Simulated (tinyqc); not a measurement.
Haynes-Shockley experiment: drift, diffusion and decay of a minority-carrier pulse: one step, computed by the program tinyqc. Command: `OMP_NUM_THREADS=1 python tinyqc.py 3112888 3112889 out.jsonl haynes walk`. One thread of a shared host (Intel(R) Xeon(R) Processor @ 2.30GHz), about 0.01 s of CPU time with the checks.

A thin sheet of excess carriers is made at x = 0, t = 0 in a long uniform bar; injection is low, so the pulse moves with the minority mobility.

Task: Shape in time. dn(x, t) = N0/sqrt(4 pi D t) exp(-(x - v t)^2/(4 D t) - t/tau). Times are 0.7, 0.8, 0.9, 0.95, 1, 1.05, 1.1, 1.2 and 1.4 t_p.

Inputs (values chosen for the exercise, modelled on electrons in p-type germanium in a lightly doped bar): lifetime tau = 45 microsecond; temperature T = 300 K; distance d to the collector = 1.1 cm; injected sheet density N0 = 3e+10 1/cm^2.

time of the peak t_p = 12.44816 microsecond

D = 103.6665 cm^2/s

drift velocity v = 88220 cm/s

peak density = 1.785368e+11 1/cm^3

Give: the table «Signal at d» with the columns t (microsecond), dn (1/cm^3), dn/peak, for t/t_p = 0.70, 0.80, 0.90, 0.95, 1.00, 1.05, 1.10, 1.20, 1.40.

Result:

Signal at d:
```
t/t_p  t (microsecond)  dn (1/cm^3)    dn/peak
0.70              8.71    1.496e-02  8.379e-14
0.80              9.96    1.467e+06  8.219e-06
0.90             11.20    1.324e+10  7.413e-02
0.95             11.83    9.641e+10  5.400e-01
1.00             12.45    1.785e+11  1.000e+00
1.05             13.07    1.022e+11  5.726e-01
1.10             13.69    2.124e+10  1.190e-01
1.20             14.94    7.279e+07  4.077e-04
1.40             17.43    4.273e-01  2.393e-12
```

At 0.9 and 1.1 t_p the signal is 0.0741 and 0.119 of its peak: the trailing side is the wider one.
